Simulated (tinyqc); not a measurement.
RKS/PBE in the 3-21g basis, for H3-, spin multiplicity 1, step by step. The basis has no diffuse functions, so it cannot describe the extra electron: this is an exercise in the method, not the real anion. One step of it, computed by the program tinyqc.

Question. Iteration 2: building the Kohn-Sham matrix. J_ij = sum D_kl (ij|kl); F = H + J + V_xc; E = tr D H + tr D J / 2 + E_xc + E_nn.

D after iteration 1, order 1H 1s, 1H 2s, 2H 1s, 2H 2s, 3H 1s, 3H 2s:
$$\begin{pmatrix}
0.483217 & 0.392811 & 0.301955 & -0.386735 & 0.215860 & -0.264402 \\
0.392811 & 0.394476 & -0.003576 & -0.070324 & -0.017795 & -0.186222 \\
0.301955 & -0.003576 & 1.150628 & -0.821474 & 0.727303 & -0.573800 \\
-0.386735 & -0.070324 & -0.821474 & 1.921179 & -0.801015 & 0.066135 \\
0.215860 & -0.017795 & 0.727303 & -0.801015 & 0.624830 & -0.029683 \\
-0.264402 & -0.186222 & -0.573800 & 0.066135 & -0.029683 & 1.061646
\end{pmatrix}$$

core Hamiltonian H = T + V (hartree), order 1H 1s, 1H 2s, 2H 1s, 2H 2s, 3H 1s, 3H 2s:
$$\begin{pmatrix}
-0.968015 & -1.003775 & -0.220239 & -0.493662 & -0.161157 & -0.436623 \\
-1.003775 & -1.179137 & -0.493662 & -0.813326 & -0.431106 & -0.752684 \\
-0.220239 & -0.493662 & -0.968015 & -1.003775 & -0.161157 & -0.436623 \\
-0.493662 & -0.813326 & -1.003775 & -1.179137 & -0.431106 & -0.752684 \\
-0.161157 & -0.431106 & -0.161157 & -0.431106 & -0.938975 & -0.985113 \\
-0.436623 & -0.752684 & -0.436623 & -0.752684 & -0.985113 & -1.155959
\end{pmatrix}$$

Two-electron integrals (ij|kl) in chemists' order, unique and non-zero (hartree):
```
(11|11) 1.140145   (21|11) 0.611403   (21|21) 0.345152   (22|11) 0.626370
(22|21) 0.380329   (22|22) 0.482957   (31|11) 0.055808   (31|21) 0.033413
(31|22) 0.040454   (31|31) 0.005764   (32|11) 0.130259   (32|21) 0.082360
(32|22) 0.114246   (32|31) 0.015899   (32|32) 0.058015   (33|11) 0.412249
(33|21) 0.265153   (33|22) 0.389018   (33|31) 0.055808   (33|32) 0.240894
(33|33) 1.140145   (41|11) 0.240894   (41|21) 0.137348   (41|22) 0.153903
(41|31) 0.015899   (41|32) 0.039971   (41|33) 0.130259   (41|41) 0.058015
(42|11) 0.317404   (42|21) 0.195765   (42|22) 0.258758   (42|31) 0.027108
(42|32) 0.086397   (42|33) 0.317404   (42|41) 0.086397   (42|42) 0.164803
(43|11) 0.265153   (43|21) 0.169850   (43|22) 0.246844   (43|31) 0.033413
(43|32) 0.137348   (43|33) 0.611403   (43|41) 0.082360   (43|42) 0.195765
(43|43) 0.345152   (44|11) 0.389018   (44|21) 0.246844   (44|22) 0.353939
(44|31) 0.040454   (44|32) 0.153903   (44|33) 0.626370   (44|41) 0.114246
(44|42) 0.258758   (44|43) 0.380329   (44|44) 0.482957   (51|11) 0.036095
(51|21) 0.021819   (51|22) 0.026895   (51|31) 0.002658   (51|32) 0.007170
(51|33) 0.023534   (51|41) 0.009453   (51|42) 0.015698   (51|43) 0.015043
(51|44) 0.021407   (51|51) 0.002652   (52|11) 0.106248   (52|21) 0.067545
(52|22) 0.095389   (52|31) 0.008778   (52|32) 0.027771   (52|33) 0.096698
(52|41) 0.029591   (52|42) 0.059359   (52|43) 0.061870   (52|44) 0.089509
(52|51) 0.009204   (52|52) 0.043857   (53|11) 0.023534   (53|21) 0.015043
(53|22) 0.021407   (53|31) 0.002658   (53|32) 0.009453   (53|33) 0.036095
(53|41) 0.007170   (53|42) 0.015698   (53|43) 0.021819   (53|44) 0.026895
(53|51) 0.001884   (53|52) 0.008406   (53|53) 0.002652   (54|11) 0.096698
(54|21) 0.061870   (54|22) 0.089509   (54|31) 0.008778   (54|32) 0.029591
(54|33) 0.106248   (54|41) 0.027771   (54|42) 0.059359   (54|43) 0.067545
(54|44) 0.095389   (54|51) 0.008406   (54|52) 0.042572   (54|53) 0.009204
(54|54) 0.043857   (55|11) 0.383519   (55|21) 0.247142   (55|22) 0.367955
(55|31) 0.032422   (55|32) 0.108483   (55|33) 0.383519   (55|41) 0.108483
(55|42) 0.235333   (55|43) 0.247142   (55|44) 0.367955   (55|51) 0.036095
(55|52) 0.208149   (55|53) 0.036095   (55|54) 0.208149   (55|55) 1.140145
(61|11) 0.208149   (61|21) 0.118858   (61|22) 0.133528   (61|31) 0.012551
(61|32) 0.031464   (61|33) 0.101895   (61|41) 0.048740   (61|42) 0.071801
(61|43) 0.064991   (61|44) 0.092829   (61|51) 0.009204   (61|52) 0.028902
(61|53) 0.006339   (61|54) 0.026363   (61|55) 0.106248   (61|61) 0.043857
(62|11) 0.285700   (62|21) 0.176586   (62|22) 0.234726   (62|31) 0.021260
(62|32) 0.064470   (62|33) 0.226613   (62|41) 0.074602   (62|42) 0.137117
(62|43) 0.142974   (62|44) 0.201377   (62|51) 0.016901   (62|52) 0.068486
(62|53) 0.014720   (62|54) 0.065602   (62|55) 0.285700   (62|61) 0.068486
(62|62) 0.139190   (63|11) 0.101895   (63|21) 0.064991   (63|22) 0.092829
(63|31) 0.012551   (63|32) 0.048740   (63|33) 0.208149   (63|41) 0.031464
(63|42) 0.071801   (63|43) 0.118858   (63|44) 0.133528   (63|51) 0.006339
(63|52) 0.026363   (63|53) 0.009204   (63|54) 0.028902   (63|55) 0.106248
(63|61) 0.025626   (63|62) 0.056621   (63|63) 0.043857   (64|11) 0.226613
(64|21) 0.142974   (64|22) 0.201377   (64|31) 0.021260   (64|32) 0.074602
(64|33) 0.285700   (64|41) 0.064470   (64|42) 0.137117   (64|43) 0.176586
(64|44) 0.234726   (64|51) 0.014720   (64|52) 0.065602   (64|53) 0.016901
(64|54) 0.068486   (64|55) 0.285700   (64|61) 0.056621   (64|62) 0.127663
(64|63) 0.068486   (64|64) 0.139190   (65|11) 0.247142   (65|21) 0.158795
(65|22) 0.234273   (65|31) 0.020801   (65|32) 0.069502   (65|33) 0.247142
(65|41) 0.069502   (65|42) 0.148977   (65|43) 0.158795   (65|44) 0.234273
(65|51) 0.021819   (65|52) 0.118858   (65|53) 0.021819   (65|54) 0.118858
(65|55) 0.611403   (65|61) 0.067545   (65|62) 0.176586   (65|63) 0.067545
(65|64) 0.176586   (65|65) 0.345152   (66|11) 0.367955   (66|21) 0.234273
(66|22) 0.339716   (66|31) 0.030129   (66|32) 0.101124   (66|33) 0.367955
(66|41) 0.101124   (66|42) 0.212025   (66|43) 0.234273   (66|44) 0.339716
(66|51) 0.026895   (66|52) 0.133528   (66|53) 0.026895   (66|54) 0.133528
(66|55) 0.626370   (66|61) 0.095389   (66|62) 0.234726   (66|63) 0.095389
(66|64) 0.234726   (66|65) 0.380329   (66|66) 0.482957
```

nuclear repulsion = 1.18023803 hartree

V_xc (hartree), order 1H 1s, 1H 2s, 2H 1s, 2H 2s, 3H 1s, 3H 2s:
$$\begin{pmatrix}
-0.570918 & -0.300154 & -0.032405 & -0.121238 & -0.020570 & -0.103870 \\
-0.300154 & -0.315606 & -0.117655 & -0.200509 & -0.099375 & -0.179087 \\
-0.032405 & -0.117655 & -0.561671 & -0.291578 & -0.019758 & -0.100463 \\
-0.121238 & -0.200509 & -0.291578 & -0.333809 & -0.099077 & -0.183357 \\
-0.020570 & -0.099375 & -0.019758 & -0.099077 & -0.544401 & -0.287288 \\
-0.103870 & -0.179087 & -0.100463 & -0.183357 & -0.287288 & -0.319382
\end{pmatrix}$$

E_xc = sum of w rho eps_xc = -1.30095510 hartree

Give: Coulomb J; Kohn-Sham matrix F; total energy of this density.

Answer.

Coulomb J (hartree), order 1H 1s, 1H 2s, 2H 1s, 2H 2s, 3H 1s, 3H 2s:
$$\begin{pmatrix}
2.0695 & 1.2419 & 0.1590 & 0.5302 & 0.1041 & 0.4580 \\
1.2419 & 1.6169 & 0.5388 & 1.0181 & 0.4463 & 0.9198 \\
0.1590 & 0.5388 & 2.1236 & 1.2749 & 0.1050 & 0.4671 \\
0.5302 & 1.0181 & 1.2749 & 1.6665 & 0.4480 & 0.9324 \\
0.1041 & 0.4463 & 0.1050 & 0.4480 & 1.9902 & 1.2037 \\
0.4580 & 0.9198 & 0.4671 & 0.9324 & 1.2037 & 1.5937
\end{pmatrix}$$

Kohn-Sham matrix F (hartree), order 1H 1s, 1H 2s, 2H 1s, 2H 2s, 3H 1s, 3H 2s:
$$\begin{pmatrix}
0.5306 & -0.0620 & -0.0937 & -0.0847 & -0.0776 & -0.0825 \\
-0.0620 & 0.1222 & -0.0725 & 0.0043 & -0.0842 & -0.0120 \\
-0.0937 & -0.0725 & 0.5939 & -0.0205 & -0.0759 & -0.0700 \\
-0.0847 & 0.0043 & -0.0205 & 0.1536 & -0.0822 & -0.0036 \\
-0.0776 & -0.0842 & -0.0759 & -0.0822 & 0.5068 & -0.0687 \\
-0.0825 & -0.0120 & -0.0700 & -0.0036 & -0.0687 & 0.1184
\end{pmatrix}$$

total energy of this density = -0.129261 hartree

This density is a damped mixture and is not idempotent.
